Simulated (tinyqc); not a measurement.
Leakage through a gate insulator: direct, Fowler-Nordheim, trap-assisted and Poole-Frenkel currents: one step, computed by the program tinyqc. Command: `OMP_NUM_THREADS=1 python tinyqc.py 3006675 3006676 out.jsonl oxideleak walk`. One thread of a shared host (Intel(R) Xeon(R) Processor @ 2.30GHz), about 0.01 s of CPU time with the checks.

Electrons enter from the cathode Fermi level at x = 0; the conduction band of the insulator lies phi_b - e F x above it, F = V/t. WKB exponents use a parabolic band with mass m.

Task: One trap at several depths. For a level a distance phi(x) below the band, the WKB exponent is 2 int kappa dx with kappa = sqrt(m phi/(hbar^2/2m_0)); for a linear barrier from phi_1 down to phi_2 = max(phi_1 - e F d, 0) it is G = (4/3) sqrt(m/(hbar^2/2m_0)) (phi_1^(3/2) - phi_2^(3/2))/(e F). A trap at depth x lies phi_t below the band. Capture: tunnel at the cathode Fermi level from 0 to x (G_in from phi_1 = phi_b), rate nu_0 exp(-G_in - E_c/k_B T) with E_c = E_a + max(phi_b - phi_t - e F x, 0), the last term being the height of the trap above the cathode Fermi level. Emission: tunnel from the trap level to the anode (G_out from phi_1 = phi_t over t - x), rate nu_0 exp(-G_out - E_a/k_B T). Re-emission to the cathode follows from detailed balance, rate_back = rate_in exp(dE/k_B T) with dE = phi_b - phi_t - e F x. Each trap passes R = rate_in rate_out/(rate_in + rate_back + rate_out) electrons per second; filling from the anode is left out. Depths: t times 0.08, 0.2, 0.32, 0.44, 0.56, 0.68, 0.8 and 0.92, rounded to 0.01 nm.

Inputs (values chosen for the exercise, with an insulator like SiO2):

| quantity | value | unit |
|---|---|---|
| thickness t | 2.2 | nm |
| barrier phi_b | 2.98 | eV |
| tunnelling mass m | 0.39 | m_0 |
| voltage across the insulator V | 0.97 | V |
| trap depth phi_t | 1.8 | eV |
| attempt rate nu_0 | 3e+13 | 1/s |
| activation of capture E_a | 0.24 | eV |
| temperature T | 350 | K |

Constants: k_B = 8.617333262e-05 eV/K; hbar^2/(2 m_0) = 3.80998212 eV angstrom^2.

Give: Rates.

Result:

Rates:

| x (nm) | G_in | G_out | E_c (eV) | rate in (1/s) | rate back (1/s) | rate out (1/s) | R (1/s) |
|---|---|---|---|---|---|---|---|
| 0.18 | 1.98 | 14.98 | 1.341 | 2.066e-07 | 1.457e+09 | 3.294e+03 | 4.669e-13 |
| 0.44 | 4.78 | 13.34 | 1.226 | 5.590e-07 | 8.815e+07 | 1.690e+04 | 1.072e-10 |
| 0.70 | 7.53 | 11.61 | 1.111 | 1.602e-06 | 5.645e+06 | 9.533e+04 | 2.660e-08 |
| 0.97 | 10.32 | 9.72 | 0.992 | 5.084e-06 | 3.460e+05 | 6.316e+05 | 3.285e-06 |
| 1.23 | 12.95 | 7.81 | 0.878 | 1.643e-05 | 2.500e+04 | 4.255e+06 | 1.633e-05 |
| 1.50 | 15.61 | 5.74 | 0.759 | 5.926e-05 | 1.741e+03 | 3.363e+07 | 5.926e-05 |
| 1.76 | 18.11 | 3.67 | 0.644 | 2.172e-04 | 1.427e+02 | 2.666e+08 | 2.172e-04 |
| 2.02 | 20.55 | 1.53 | 0.529 | 8.493e-04 | 1.247e+01 | 2.278e+09 | 8.493e-04 |

The most effective of these traps sits at 2.02 nm, 92 % of the way; where rate back exceeds rate out, re-emission drains the trap, and elsewhere the slower forward step limits R.
